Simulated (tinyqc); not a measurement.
Inside a calculation: heterojunction of two tight-binding chains. Values are carried at full precision from step to step, so a last printed digit may differ when a step is redone from the rounded ones.

Left chain: hopping -t1, sites at 2 t1 (band bottom 0). Right chain: hopping -t2, sites at dE + 2 t2 (bottom dE). t = c/(m a^2), c = hbar^2/2m0. The bond across the interface is -tc with tc = f sqrt(t1 t2), and the last left site has the extra energy U. In a chain E = bottom + 2t (1 - cos(ka)); the surface Green function of a half chain is g = -exp(ika)/t, with Im k > 0 where cos(ka) > 1.

Constants: hbar^2/2m0 = 3.80998211 eV angstrom^2.

Parameters, chosen for this exercise (masses and offset of the size met at GaN / AlGaN; shifted at random, so the results belong to these values and not to a real crystal): a = 3 angstrom (site spacing); m1 = 0.198 m0 (mass on the left); m2 = 0.274 m0 (mass on the right); f = 0.83 (factor on the interface hopping); dE = 0.51 eV (band offset); E = 0.522 eV (electron energy); U = -0.99 eV (extra energy on the last left site).

## Hoppings

Form t1, t2 and tc.

t1 = 2.1380 eV
t2 = 1.5450 eV
tc = 1.5085 eV

## Wave numbers and velocities

The left chain has hopping t1 and band bottom 0, the right one t2 and dE. cos(ka) = 1 - (E - bottom)/(2t); dE/dk = 2 t a sin(ka).

ka (rad): left 0.49928, right 0.08816

dE/dk (eV angstrom): left 6.1421, right 0.8162

## Self-energies on the last left site

Hoppings t1 (left), t2 (right), tc (interface); g is the surface Green function of a half chain. The rest of the left chain gives S1 = t1^2 g1 = -t1 exp(i k1 a); the right chain gives S2 = tc^2 g2 = -(tc^2/t2) exp(i k2 a).

S1 = -1.87704-1.02369i eV
S2 = -1.46717-0.12968i eV

## Transmission

The last site of the left chain has energy 2 t1 + U, and S1, S2 are the self-energies of the two half chains on it. G = 1/(E - 2 t1 - U - S1 - S2); T = 4 Im(S1) Im(S2) |G|^2.

G = 0.3481-0.6920i 1/eV
T = 0.3186

A fraction 0.6814 is reflected although the electron lies above the step.

## Checks

- T from the Green function against 1 - |r|^2 from matching plane waves: both 0.318577.

tinyqc: `OMP_NUM_THREADS=1 python tinyqc.py 1451160 1451161 out.jsonl`; about 0.01 s, one thread, shared Intel(R) Xeon(R) Processor @ 2.30GHz.
